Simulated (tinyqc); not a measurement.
# Ballistic Schottky-barrier transistor with a two-dimensional channel, WKB contacts: effect of the drain bias on the off state

Source Fermi level 0, drain Fermi level -Vd. Far from the contacts Ec = pn - psi, and the gate moves psi one to one; the band edges relax as exp(-x/lam) from pn at the source and pn - Vd at the drain; Ev = Ec - Eg. A carrier of energy w inside the channel band meets at a contact a barrier of height D (the contact edge beyond the channel edge): T = 1 for w >= D, else exp(-S), S = 4 lam sqrt(m/C) [sqrt(D - w) - sqrt(w) arctan sqrt((D - w)/w)], C = hbar^2/(2 m0). The two contacts combine as Ts Td/(Ts + Td - Ts Td).

I/W = g (2 q^2/h) int T(w) [N(Es + w) - N(Ed + w)] dw with w the energy of motion along the channel, N(y) = (1/2 pi) sqrt(pi m kB T/C) Fm(-y/kB T), Fm(x) = (1/sqrt(pi)) int_0^infinity u^(-1/2)/(1 + exp(u - x)) du. Electrons: Ds = psi, Dd = psi - Vd, Es = Ec, Ed = Ec + Vd. Holes: Ds = -psi, Dd = Vd - psi, Es = -Ev, Ed = -Ev - Vd. The size of each current is taken; both flow from drain to source and add. The integrals are converged. For each Vd, psi is set to the minimum of I.

Values chosen for this exercise; channel values close to those of an ultrathin silicon body with silicide contacts: temperature T = 300 K; band gap Eg = 1.12 eV; barrier for electrons at both contacts pn = 0.34 eV; electron mass mn = 0.18 m0; hole mass mp = 0.25 m0; valleys or subbands g = 2; screening length at the contacts lam = 3.5 nm.

Constants: q = 1.602176634e-19 C, kB = 1.380649e-23 J/K, hbar = 1.054571817e-34 J s, h = 6.62607015e-34 J s, m0 = 9.1093837015e-31 kg, Vt = kB T/q, hbar^2/(2 m0) = 0.0380998212 eV nm^2. Results are converted to the units shown.

Effect of the drain bias on the off state:

| Vd (V) | psi at the minimum (V) | smallest I (uA/um) |
|---|---|---|
| 0.05 | -0.317 | 1.04e-8 |
| 0.21 | -0.259 | 1.03e-7 |
| 0.37 | -0.205 | 8.23e-7 |
| 0.53 | -0.148 | 7.06e-6 |
| 0.68 | -0.094 | 5.59e-5 |
| 0.84 | -0.036 | 5.23e-4 |
| 1 | 0.052 | 0.00348 |

What does the table show?

The smallest current rises from 1.04e-8 to 0.00348 uA/um, 5.15 decades a volt between the last two rows, and the minimum moves by 0.39 V a volt over the table: a larger Vd lets holes enter from the drain while electrons still enter from the source.

Range of the model: No scattering, image-force lowering, channel charge or band-to-band tunnelling; parabolic kappa overstates S deep in the gap.

Program tinyqc, `OMP_NUM_THREADS=1 python tinyqc.py 2390061 2390062 out.jsonl`; Intel Xeon 2.30GHz, shared host, one thread, about 0.4 s.
